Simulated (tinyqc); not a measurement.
Gate voltage for a given inversion charge.

Question. p-type body, charge-sheet picture, depletion and inversion only, full ionisation (an idealisation for deep acceptors), Boltzmann statistics (rough once Na exp(x - xn) passes about Nc/7). In units of Vt: xg = (Vg - Vfb)/Vt, x = psi/Vt, G = gamma/sqrt(Vt), xn = (2 phiF + Vc)/Vt. The implicit equation is (xg - x)^2 = G^2 [x - 1 + exp(x - xn)] for x above about 3. Cox = eps0 eox/tox. ni = sqrt(Nc Nv) exp(-Eg/(2 Vt)), Eg in volts; phiF = Vt ln(Na/ni); gamma = sqrt(2 q eps0 eps_r Na)/Cox. N_inv = (Cox Vt G/q) [sqrt(x - 1 + exp(x - xn)) - sqrt(x - 1)]. Find x - xn, psi and Vg.

Parameters, values chosen for the exercise; band and dielectric values close to those of silicon:
```
symbol,value,unit,meaning
T,400,K,temperature
Eg,1.13,eV,band gap
eps_r,11.7,,relative permittivity
Nc,4.33e19,cm^-3,conduction-band density of states at T
Nv,4.16e19,cm^-3,valence-band density of states at T
eox,22.1,,relative permittivity of the gate insulator (close to hafnium oxide)
tox,26,nm,insulator thickness
Na,2e16,cm^-3,acceptor density
Vfb,-0.72,V,flat-band voltage
Vc,0,V,channel-body voltage
```

Constants: q = 1.602176634e-19 C, kB = 1.380649e-23 J/K, Vt = kB T/q, eps0 = 8.8541878128e-14 F/cm where lengths are in cm. Results are converted to the units shown.

N_inv = 1.1e11 cm^-2

Solution. N_inv rises steadily with x, so it fixes x; the implicit equation then gives xg directly.

x - xn = 2.44
psi = 0.686 V
Vg = 0.0769 V

Program tinyqc, `OMP_NUM_THREADS=1 python tinyqc.py 2122216 2122217 out.jsonl`; Intel Xeon 2.30GHz, shared host, one thread, about 0.01 s.
